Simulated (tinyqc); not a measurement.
Input admittance of a MOSFET at zero drain bias: distributed channel and distributed gate: one step of the calculation.

Source and drain grounded, strong inversion, w = 2 pi f, Cox = eps0 eox/tox. The channel is an RC line of resistance 1/(mu Cox Vo) per square fed from both ends, so one finger has the intrinsic admittance y = i w Cox L tanh(g)/g per width, g = (1/2) sqrt(i w tau), tau = L^2/(mu Vo). The vertical resistance rv/L is in series with y, the overlaps 2 i w Cov in parallel: y_t = 1/(1/y + rv/L) + 2 i w Cov. The gate strip is a line of Rsh/L per length loaded by y_t, so a finger has Y = y_t Wf tanh(k)/k, k = (Wf/sd) sqrt(y_t Rsh/L); the device has Nf Y.

Problem. Admittance of the channel and stack per width. tau, g, c = Cox L, y and y_t as defined.

Parameters, values chosen for the exercise; values of the order met in silicon radio-frequency transistors:
- eox = 3.9 (relative permittivity of the gate insulator (close to silicon dioxide))
- tox = 4.8 nm (insulator thickness)
- L = 0.73 um (channel length)
- mu = 130 cm^2/(V s) (channel mobility)
- Vo = 0.7 V (gate overdrive)
- rv = 2.7 ohm um^2 (vertical resistivity of the gate stack)
- Cov = 0.28 fF/um (overlap and fringe capacitance on each side)
- f = 2.6 GHz (frequency)

Constants: eps0 = 8.8541878128e-14 F/cm where lengths are in cm. Results are converted to the units shown.

Give: tau; g; c; y; y_t.

Solution.

tau = 58.56 ps
g = 0.3458+0.3458i
c = 5.252 fF/um
y = 6.78+85.14i uS/um
y_t = 6.80+94.29i uS/um

w tau = 0.957, and Im y is 0.992 of w c.

Numbers from tinyqc (`OMP_NUM_THREADS=1 python tinyqc.py 2262005 2262006 out.jsonl`; about 0.01 s on one thread of a shared Intel Xeon 2.30GHz).
